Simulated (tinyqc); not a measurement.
# Global model of a low-pressure process discharge: electron temperature, density, ion flux and ion energy, step by step

A worked calculation. Computed by tinyqc, a small Python program that keeps every step. Command: `OMP_NUM_THREADS=1 python tinyqc.py 3114255 3114256 out.jsonl plasma walk`. One thread of a shared host (Intel(R) Xeon(R) Processor @ 2.30GHz), about 0.01 s of CPU time with the checks. Intermediate numbers are printed to about 6 digits and carried at full precision; extremes and crossings named in words are read from the listed rows.

Maxwellian electrons with temperature T_e in eV, one positive ion, no negative ions, uniform bulk density n; rate constants have the Arrhenius form.

Inputs (values chosen for the exercise, of the order of those of an inductive discharge in a simple atomic gas):
```
quantity                          value   unit
ion mass M                           28      u
ionisation prefactor K0         5.1e-14  m^3/s
ionisation energy E_iz             14.1     eV
excitation prefactor X0         3.1e-14  m^3/s
excitation energy E_ex             8.49     eV
elastic rate constant K_el      1.1e-13  m^3/s
ion-neutral cross section       7.7e-19    m^2
pressure p                          6.4     Pa
gas temperature T_g                 500      K
radius R                             23     cm
height L                             11     cm
absorbed power P                   3000      W
bias power P_b                       18      W
radius of the biased electrode       10     cm
bias frequency                    13.56    MHz
mixing                              0.3      -
```

Constants: k_B = 1.380649e-23 J/K; e = 1.602176634e-19 C; u = 1.6605390666e-27 kg; m_0 = 9.1093837015e-31 kg; eps_0 = 8.8541878128e-12 F/m.

## Geometry factors

n_g = p/(k_B T_g); lambda_i = 1/(n_g sigma); h_L = 0.86/sqrt(3 + L/(2 lambda_i)), h_R = 0.8/sqrt(4 + R/lambda_i); A_eff = 2 pi R^2 h_L + 2 pi R L h_R; d_eff = pi R^2 L/A_eff.

gas density n_g = 9.27100e+20 1/m^3

ion mean free path = 0.140082 cm

h_L = 0.132288

h_R = 0.0616866

A_eff = 537.759 cm^2

d_eff = 33.9947 cm

Caution: at so short an ion path the formulas for h_L and h_R give way to the ambipolar-diffusion limit.

## A fixed-point cycle for T_e

Particle balance: K0 exp(-E_iz/T_e) n_g d_eff = u_B, u_B = sqrt(e T_e/M). Cycle: T_out = T sqrt(loss/creation) with loss/creation = u_B/(K0 exp(-E_iz/T) n_g d_eff); T -> T + mixing (T_out - T), kept between 0.3 and 60 eV, from 3 eV; stop at |T_out - T| < 1e-9 eV or after 60 steps.

Course:
```
step   T (eV)  T_out (eV)  residual (eV)
0     3.00000     0.44490   -2.55510e+00
1     2.23347     0.68922   -1.54425e+00
2     1.77020     1.17740   -5.92794e-01
3     1.59236     1.60923    1.68700e-02
4     1.59742     1.59312   -4.29940e-03
5     1.59613     1.59720    1.06877e-03
6     1.59645     1.59618   -2.67392e-04
...       ...         ...            ...
10    1.59639     1.59638   -1.04204e-06
11    1.59638     1.59639    2.60372e-07
12    1.59638     1.59638   -6.50588e-08
13    1.59638     1.59638    1.62561e-08
14    1.59638     1.59638   -4.06190e-09
15    1.59638     1.59638    1.01494e-09
16    1.59638     1.59638   -2.53602e-10
```

last residual = 2.53602e-10 eV

Converged in 17 steps.

## Electron temperature

Root found by bracketing.

T_e = 1.59638 eV

Bohm velocity u_B = 2345.42 m/s

K_iz = 7.44189e-18 m^3/s

## Energy per pair and density

E_c = E_iz + (X0 exp(-E_ex/T_e) E_ex + K_el (3 m_0/M) T_e)/K_iz; wall potential V_s = (T_e/2) ln(M/(2 pi m_0)); E_T = E_c + 2 T_e + T_e/2 + V_s; n = P/(e u_B A_eff E_T); ion current density J = e h_L n u_B; ionised share n/n_g.

collisional loss per pair E_c = 188.824 eV

wall potential V_s = 7.18573 V

E_T = 200.001 eV

plasma density n = 7.42285e+11 1/cm^3

ion current density J = 3.68996 mA/cm^2

ionised share = 8.00652e-04

Collisions take 94 % of the power and the walls the rest. T_e came from the particle balance alone; the power sets only n.

## Biased electrode

All bias power goes to ions: V_b = P_b/(J pi r^2). Debye length at the sheath edge lambda_D = sqrt(eps_0 T_e/(e h_L n)); Child-law sheath s = (sqrt2/3) lambda_D (2 V/T_e)^(3/4), V = V_b + V_s; ion transit time tau_i = 3 s sqrt(M/(2 e V)); collisions in the sheath s/lambda_i.

bias voltage V_b = 15.5275 V

lambda_D = 29.9739 micrometre

sheath width s = 0.174086 mm

ion transit time = 41.7427 ns

transit time over bias period = 0.566031

s/lambda_i = 0.124275

## Pressure series at fixed power

n_g = p/(k_B T_g), lambda_i = 1/(n_g sigma), K_iz = K0 exp(-E_iz/T_e), h_L = 0.86/sqrt(3 + L/(2 lambda_i)), h_R = 0.8/sqrt(4 + R/lambda_i), A_eff = 2 pi R^2 h_L + 2 pi R L h_R and d_eff = pi R^2 L/A_eff follow p. E_c = E_iz + (X0 exp(-E_ex/T_e) E_ex + K_el (3 m_0/M) T_e)/K_iz; E_T = E_c + (5/2) T_e + (T_e/2) ln(M/(2 pi m_0)); n = P/(e u_B A_eff E_T); J = e h_L n u_B. Pressures without a root below 2 E_iz are left out.

Against pressure:
```
p (Pa)  T_e (eV)  E_c (eV)  E_T (eV)   n (1/cm^3)  J (mA/cm^2)
0.1      5.06735    29.724    65.202  3.43612e+11      10.4078
0.2      3.79028    36.792    63.329  4.51706e+11      10.9405
0.5      2.82466    51.757    71.534  5.70566e+11       9.9575
1.0      2.35104    70.325    86.785  6.42776e+11       8.3407
2.0      2.00342    99.272   113.298  6.96946e+11       6.4570
5.0      1.66892   163.874   175.559  7.37365e+11       4.1987
10.0     1.47978   245.319   255.680  7.45328e+11       2.8909
20.0     1.32873   372.762   382.065  7.36721e+11       1.9374
```

T_e falls from 5.07 to 1.33 eV, n changes by a factor 2.1 and J by 0.19; in J = P h_L/(A_eff E_T), E_T changes by a factor 5.86 and is least at 0.2 Pa, between wall losses at high T_e and excitation losses at low T_e.

Checks made by the program: cycle against bracketing (relative difference below 1e-10).
